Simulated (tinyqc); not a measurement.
A log to judge: decay of LO phonons and the hot-phonon bottleneck in the cooling of electrons. Computed by tinyqc. Command: `OMP_NUM_THREADS=1 python tinyqc.py 3001820 3001821 out.jsonl hotphonon walk`. One thread of a shared host (Intel(R) Xeon(R) Processor @ 2.30GHz), about 0.01 s of CPU time with the checks.

n(E, T) = 1/(exp(E/(k_B T)) - 1) is the Bose occupation. Electrons have a temperature T_e; the LO modes within their reach share one occupation N; the decay products stay at the lattice temperature.

Inputs (values chosen for the exercise, modelled on indium phosphide):
```
quantity,value,unit
LO energy hbar omega,42.9,meV
"lifetime at T = 0, tau_0",13,ps
lattice temperature T,500,K
electron mass m*,0.0826,m_0
eps_inf,9.76,-
static dielectric constant eps_s,12.3,-
electron density n,1.1e+18,1/cm^3
"density of LO modes that the electrons reach, N_m",3.1e+19,1/cm^3
power supplied per electron P,4.7,nW
step factor,3.5,-
```

Decay channel: two equal phonons (Klemens).

Constants: k_B = 8.617333262e-05 eV/K; c = 299792458 m/s; e^2/(4 pi eps_0) = 14.39964548 eV angstrom; hbar^2/(2 m_0) = 3.80998212 eV angstrom^2; hbar = 6.582119569e-16 eV s; e = 1.602176634e-19 C.

Method:
- Decay rate 1/tau = (1/tau_0) [1 + 2 n(hbar omega/2)].
- Full width Gamma = 1/(2 pi c tau) in 1/cm, c in cm/s.
- Froehlich coupling alpha = (e^2/(4 pi eps_0)) (1/eps_inf - 1/eps_s) k_0/(2 hbar omega), k_0 = sqrt(m* hbar omega/(hbar^2/(2 m_0))); emission time tau_sp = hbar/(2 alpha hbar omega); bottleneck ratio r = (n/N_m) tau/tau_sp.
- Net emission per electron: [(N + 1) x - N]/tau_sp with x = exp(-hbar omega/(k_B T_e)), a simple two-level balance; steady state of the modes: n [(N + 1) x - N]/tau_sp = N_m (N - N_0)/tau; power per electron P = hbar omega [(N + 1) x - N]/tau_sp.
- Eliminating N gives P(T_e) = (hbar omega/tau_sp) [(N_0 + 1) x - N_0]/[1 + r (1 - x)]. Newton steps on ln P against ln T_e, times the step factor, each limited to 0.7 in ln T_e and to keeping a fifth of T_e - T; start at 1.5 T; stop when |ln(P/P(T_e))| < 1e-9 or after 40 steps.

Iterations:
```
step,T_e (K),P(T_e) (nW),ln(P/P(T_e))
0,750.000,12.6400,-0.98931
1,550.000,2.7682,0.52936
2,653.365,8.1050,-0.54492
3,530.673,1.7126,1.00956
4,652.710,8.0728,-0.54094
5,530.542,1.7054,1.01379
6,652.560,8.0654,-0.54002
7,530.512,1.7037,1.01476
8,652.525,8.0637,-0.53981
...,...,...,...
31,530.503,1.7032,1.01505
32,652.514,8.0632,-0.53975
33,530.503,1.7032,1.01505
34,652.514,8.0632,-0.53975
35,530.503,1.7032,1.01505
36,652.514,8.0632,-0.53975
37,530.503,1.7032,1.01505
38,652.514,8.0632,-0.53975
39,530.503,1.7032,1.01505
```

Can the last value be used, and what does the course show?

No. Not converged: the residual has stopped falling and repeats with period one or two: the iteration swings between two states. Near the root each step multiplies the error by 1 - (step factor) = -2.50. Reruns converge with step factor = 1.0; or with step factor = 0.7.
